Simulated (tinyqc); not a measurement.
Worked calculation: UKS/PBE in the sto-6g basis, for H4, spin multiplicity 3. This run ends on a higher stationary point, not on the lowest solution. One step of it, computed by the program tinyqc.

Problem. Iteration 1: diagonalisation and new density. Diagonalise F' = X^T F X, C = X C', fill 3 alpha and 1 beta electrons from the bottom; D(s) = C_occ C_occ^T; the new density keeps 0.5 of the old one (damping). Each column has its largest component positive (the first on a tie).

F(alpha) (hartree), order 1H 1s, 2H 1s, 3H 1s, 4H 1s:
```
[[-0.248885, -0.236719, -0.015734, -0.002049],
 [-0.236719, -0.127211, -0.077584, -0.015734],
 [-0.015734, -0.077584, -0.127211, -0.236719],
 [-0.002049, -0.015734, -0.236719, -0.248885]]
```

F(beta) (hartree), order 1H 1s, 2H 1s, 3H 1s, 4H 1s:
```
[[-0.098657, -0.198044, -0.014461, -0.001917],
 [-0.198044, -0.046715, -0.069686, -0.014461],
 [-0.014461, -0.069686, -0.046715, -0.198044],
 [-0.001917, -0.014461, -0.198044, -0.098657]]
```

X, order 1H 1s, 2H 1s, 3H 1s, 4H 1s:
```
[[1.075664, -0.237626, 0.016990, -0.003795],
 [-0.237626, 1.086566, -0.091087, 0.016990],
 [0.016990, -0.091087, 1.086566, -0.237626],
 [-0.003795, 0.016990, -0.237626, 1.075664]]
```

D(alpha) at the start, order 1H 1s, 2H 1s, 3H 1s, 4H 1s:
```
[[0.712615, -0.046990, -0.409141, 0.484967],
 [-0.046990, 0.807892, 0.231768, -0.409141],
 [-0.409141, 0.231768, 0.807892, -0.046990],
 [0.484967, -0.409141, -0.046990, 0.712615]]
```

D(beta) at the start, order 1H 1s, 2H 1s, 3H 1s, 4H 1s:
```
[[0.054747, 0.125901, 0.125901, 0.054747],
 [0.125901, 0.289532, 0.289532, 0.125901],
 [0.125901, 0.289532, 0.289532, 0.125901],
 [0.054747, 0.125901, 0.125901, 0.054747]]
```

overlap S, order 1H 1s, 2H 1s, 3H 1s, 4H 1s:
```
[[1.000000, 0.417360, 0.022487, 0.002543],
 [0.417360, 1.000000, 0.154828, 0.022487],
 [0.022487, 0.154828, 1.000000, 0.417360],
 [0.002543, 0.022487, 0.417360, 1.000000]]
```

Give: F' = X^T F X; orbital energies; coefficients C; F' = X^T F X; orbital energies; coefficients C; D(alpha) after iteration 1; D(beta) after iteration 1.

Solution.

F' = X^T F X (alpha) (hartree):
```
[[-0.1741, -0.1949, 0.0176, -0.0047],
 [-0.1949, -0.0283, -0.0760, 0.0176],
 [0.0176, -0.0760, -0.0283, -0.1949],
 [-0.0047, 0.0176, -0.1949, -0.1741]]
```

orbital energies (alpha) (hartree): [-0.3228, -0.2995, 0.0397, 0.1778]

coefficients C (alpha), order 1H 1s, 2H 1s, 3H 1s, 4H 1s:
```
[[0.4902, 0.5570, -0.5987, -0.5521],
 [0.3224, 0.2812, 0.6449, 0.8042],
 [0.3224, -0.2812, 0.6449, -0.8042],
 [0.4902, -0.5570, -0.5987, 0.5521]]
```

F' = X^T F X (beta) (hartree):
```
[[-0.0155, -0.2067, 0.0189, -0.0052],
 [-0.2067, 0.0544, -0.0813, 0.0189],
 [0.0189, -0.0813, 0.0544, -0.2067],
 [-0.0052, 0.0189, -0.2067, -0.0155]]
```

orbital energies (beta) (hartree): [-0.2116, -0.1744, 0.1640, 0.2998]

coefficients C (beta), order 1H 1s, 2H 1s, 3H 1s, 4H 1s:
```
[[0.4203, 0.5113, 0.6497, -0.5946],
 [0.3924, 0.3443, -0.6048, 0.7793],
 [0.3924, -0.3443, -0.6048, -0.7793],
 [0.4203, -0.5113, 0.6497, 0.5946]]
```

D(alpha) after iteration 1, order 1H 1s, 2H 1s, 3H 1s, 4H 1s:
```
[[0.8108, -0.0592, -0.3969, 0.3868],
 [-0.0592, 0.7034, 0.3363, -0.3969],
 [-0.3969, 0.3363, 0.7034, -0.0592],
 [0.3868, -0.3969, -0.0592, 0.8108]]
```

D(beta) after iteration 1, order 1H 1s, 2H 1s, 3H 1s, 4H 1s:
```
[[0.1157, 0.1454, 0.1454, 0.1157],
 [0.1454, 0.2218, 0.2218, 0.1454],
 [0.1454, 0.2218, 0.2218, 0.1454],
 [0.1157, 0.1454, 0.1454, 0.1157]]
```
